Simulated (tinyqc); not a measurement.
Probe couplings from its potential.

Question. One voltage probe p sits between leads L (mu = 1) and R (mu = 0) without magnetic field: mu_p = T_pL/(T_pL + T_pR), T_eff = T_RL + T_pL T_pR/(T_pL + T_pR). Find T_pL and T_pR.

T_RL = 0.16
mu_p = 0.69565217
T_eff = 0.20869565

Solution. T_eff - T_RL equals T_pL (1 - mu_p) and also T_pR mu_p.

T_pL = 0.1600
T_pR = 0.07000

Program tinyqc, `OMP_NUM_THREADS=1 python tinyqc.py 2700020 2700021 out.jsonl`; Intel Xeon 2.30GHz, shared host, one thread, about 0.01 s.
